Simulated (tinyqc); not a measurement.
Two-step dopant diffusion (predeposition and drive-in) with a constant diffusivity. From one set of inputs to another, one input at a time. Computed by tinyqc, a small Python program. Command: `OMP_NUM_THREADS=1 python tinyqc.py 3004760 3004761 out.jsonl dopdiff ladder`. One thread of a shared host (Intel(R) Xeon(R) Processor @ 2.30GHz), about 0.05 s of CPU time with the checks.

Fick diffusion into a half space x > 0 whose background doping C_B is of the opposite type, so that a junction lies where C = C_B.

The inputs printed are set A. Set A is modelled on antimony in silicon; the values taken over come from a set modelled on phosphorus in silicon. Inputs not listed in the table keep their values of set A, so the rows need not describe a real material.

Inputs (values chosen for the exercise, modelled on antimony in silicon): prefactor D0 = 5.4 cm^2/s; activation energy E = 3.86 eV; surface concentration C_s = 2.8e+18 1/cm^3; background doping C_B = 5.8e+16 1/cm^3; predeposition temperature T1 = 1050 C; predeposition time t1 = 45 min; drive-in temperature T2 = 1000 C; drive-in time t2 = 480 min; mean mobility in the layer mu = 220 cm^2/(V s); ramp rate = 20 C/min; stand-by temperature = 750 C.

Furnace ramps of the drive-in: linear ramps.

Constants: k_B = 8.617333262e-05 eV/K; e = 1.602176634e-19 C.

Method:
- D = D0 exp(-E/(k_B T)).
- Temperatures in kelvin are T(C) + 273.15.
- Times in seconds are 60 times the minutes.
- One ramp between the stand-by temperature and T2 adds int D dT / rate (40-point Gauss-Legendre); the usual estimate counts it as an extra time k_B T2^2/(E rate) at T2. (Dt)2 = D2 t2 + two ramps, times in seconds.
- C = C_s erfc(x/(2 sqrt(D1 t1))); dose Q = 2 C_s sqrt(D1 t1/pi); the junction solves erfc(z) = C_B/C_s with x_j = 2 z sqrt(D1 t1).
- With a sealed surface and a thin source, C = Q/sqrt(pi (Dt)2) exp(-x^2/(4 (Dt)2)); x_j = 2 sqrt((Dt)2 ln(C(0)/C_B)); gradient at the junction |dC/dx| = C_B x_j/(2 (Dt)2).
- Net dose Q_net = Q erf(x_j/(2 sqrt((Dt)2))) - C_B x_j; R_s = 1/(e mu Q_net), with every dopant ionised and one mobility.

Each row keeps all changes above it:
```
input moved                                              from          to  junction depth x_j (um)  sheet resistance R_s (Gaussian) (ohm/square)  dose Q (1/cm^2)
set A                                                       -           -                   0.3090                                        1900.3       1.6993e+13
surface concentration C_s (1/cm^3)                    2.8e+18     2.3e+20                   0.4904                                          20.4       1.3958e+15
background doping C_B (1/cm^3)                        5.8e+16     1.7e+15                   0.5971                                          20.3       1.3958e+15
predeposition time t1 (min)                                45          20                   0.5859                                          30.5       9.3056e+14
prefactor D0 (cm^2/s) and activation energy E (eV)  5.4, 3.86  4.87, 3.71                   1.1010                                          16.6       1.7060e+15
predeposition temperature T1 (C)                         1050         925                   1.0072                                          90.8       3.1250e+14
drive-in temperature T2 (C)                              1000        1175                   6.8058                                          91.1       3.1250e+14
```

Junction depth x_j goes from 0.309 to 6.81, a factor 22.0 in all. The largest single move comes from drive-in temperature T2 (a factor 6.76). Sheet resistance R_s (Gaussian) goes from 1900 to 91.1, a factor 0.0480 in all. The largest single move comes from surface concentration C_s (a factor 0.0107), and predeposition temperature T1 works against it (a factor 5.46). Dose Q goes from 1.70e13 to 3.13e14, a factor 18.4 in all. The largest single move comes from surface concentration C_s (a factor 82.1), and predeposition temperature T1 works against it (a factor 0.183). The single moves hold for this order of the switches; the total does not depend on the order.

Caution (rows set A, surface concentration C_s, background doping C_B, predeposition time t1, prefactor D0): the drive-in budget is under fifteen times D1 t1, so the source is not thin and the Gaussian junction is too shallow. Caution (rows surface concentration C_s, background doping C_B, predeposition time t1, prefactor D0, predeposition temperature T1): the surface value exceeds the intrinsic carrier density during the drive-in as well. Caution (rows surface concentration C_s, background doping C_B, predeposition time t1, prefactor D0, predeposition temperature T1, drive-in temperature T2): C_s exceeds the intrinsic carrier density of silicon at the predeposition temperature (2e18 to 1e19 per cm^3), where real diffusivities rise with concentration and profiles turn box-like.

Extremes, crossings and ranges named in words are read from the listed rows.
